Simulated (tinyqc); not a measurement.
Resistance of a source-drain extension with a graded tip: one step of the calculation.

y runs along the channel, the gate covers y > 0. The doping is N0 for y < y0 and N0 10^(-(y - y0)/la) beyond, uniform over the depth xj. Sheet conductance s(y) = q mu(N) max(N - Nch, 0) xj + (for y > 0) ma Cox Vo, with mu(N) = u0 + (u1 - u0)/(1 + (N/Nr)^au) and Cox = eps0 eox/tox. Current is taken as one-dimensional; depletion of the tip, spreading and the contact are left out. The metallurgical junction lies at yj, where N = Nch.

Problem. Sheet resistances and junction position. yj = y0 + la log10(N0/Nch); sheet resistance of the full extension 1/[q mu(N0)(N0 - Nch) xj] and of the gate-induced layer 1/(ma Cox Vo); metallurgical length Lg - 2 yj; ye is where the doped and the gate-induced conductances are equal.

Parameters, values chosen for the exercise; mobility law close to that of holes in silicon: relative permittivity of the gate insulator (close to silicon dioxide) eox = 3.9; insulator thickness tox = 3.7 nm; active doping of the extension far from the gate N0 = 1.1e20 cm^-3; lateral abruptness la = 4.5 nm/decade; position under the gate where the fall begins (gate edge at 0) y0 = 4.2 nm; depth of the extension xj = 6 nm; channel doping Nch = 7e17 cm^-3; gate overdrive Vo = 0.84 V; mobility of the gate-induced layer ma = 100 cm^2/(V s); mobility at low doping u1 = 470.5 cm^2/(V s); mobility at high doping u0 = 44.9 cm^2/(V s); reference doping Nr = 2.23e17 cm^-3; exponent au = 0.719; gate length Lg = 90 nm.

Constants: q = 1.602176634e-19 C, eps0 = 8.8541878128e-14 F/cm where lengths are in cm. Results are converted to the units shown.

Give: yj; sheet resistance of the extension; sheet resistance of the induced layer; metallurgical length; ye; N at ye.

Solution.

yj = 14.083 nm
sheet resistance of the extension = 1912.2 ohm/square
sheet resistance of the induced layer = 12756 ohm/square
metallurgical length = 61.833 nm
ye = 8.3846 nm
N at ye = 1.2927e19 cm^-3

The gate takes over 5.70 nm before the junction, where N is still 18.5 times the channel doping.

Computed by the program tinyqc: `OMP_NUM_THREADS=1 python tinyqc.py 2282186 2282187 out.jsonl`, one thread of a shared Intel Xeon 2.30GHz, about 0.03 s for the whole run.
